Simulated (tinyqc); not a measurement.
Convergence with cell size: Koster-Slater impurity in a tight-binding band, by Green functions and by supercells. Computed by tinyqc, a small Python program. Command: `OMP_NUM_THREADS=1 python tinyqc.py 3022362 3022363 out.jsonl kosterslater walk`. One thread of a shared host (Intel(R) Xeon(R) Processor @ 2.30GHz), about 0.03 s of CPU time with the checks.

One orbital per site, e(k) = -2 t sum cos(k_i) over 1 direction(s), band from -2 t to 2 t, lattice constant 1. One site has the extra energy U. Spin is left out.

Inputs (values chosen for the exercise, for a model band): hopping t = 0.81 eV; impurity potential U = -0.448 eV.

Lattice: chain.

Method:
- Outside the band G0(E) = sign(E)/sqrt(E^2 - 4 t^2).
- A bound state solves 1/U = G0(E).
- Bisection in ln(distance from the edge) between 1e-5 t and |U| + t. Weight on the impurity site: -1/(U^2 dG0/dE), by a central difference with step min(1e-4 t, distance/30). Decay length along an axis: 1/arccosh(1 + distance/(2 t)).
- In a periodic cell of N sites along each direction with Bloch vector K, the level solves 1/U = N^-d sum_k 1/(E - e(k)), k_i = (2 pi m_i + K_i)/N, m_i = 0..N-1; the outermost root on the side of U is taken (bisection). d is the number of directions. Gamma means K_i = 0, the zone corner K_i = pi, the quarter point K_i = pi/2.
- Even N; errors against the isolated level E_b, set to 0 below 1e-6 t.

level E_b = -1.68080 eV

decay length = 3.66120 sites

Error of the level (eV):

| N | sites | Gamma | corner | quarter point |
|---|---|---|---|---|
| 4 | 4 | -0.072679 | 2.8960e-01 | 4.4879e-02 |
| 6 | 6 | -0.038183 | 1.0323e-01 | 1.1203e-02 |
| 8 | 8 | -0.021908 | 4.4879e-02 | 3.3144e-03 |
| 12 | 12 | -0.007811 | 1.1203e-02 | 3.4514e-04 |
| 16 | 16 | -0.002798 | 3.3144e-03 | 3.8305e-05 |
| 24 | 24 | -0.000335 | 3.4514e-04 | 0 |

What follows from these numbers?

The error at Gamma falls exponentially, between the last two resolved rows by exp(-0.265) per site against 1/(decay length) = 0.273. Gamma and the corner err in opposite directions. Among the sizes listed an error below 1 meV is first reached at N = 24 at Gamma; at the quarter point N = 12 is enough.

Extremes, crossings and ranges named in words are read from the listed rows.
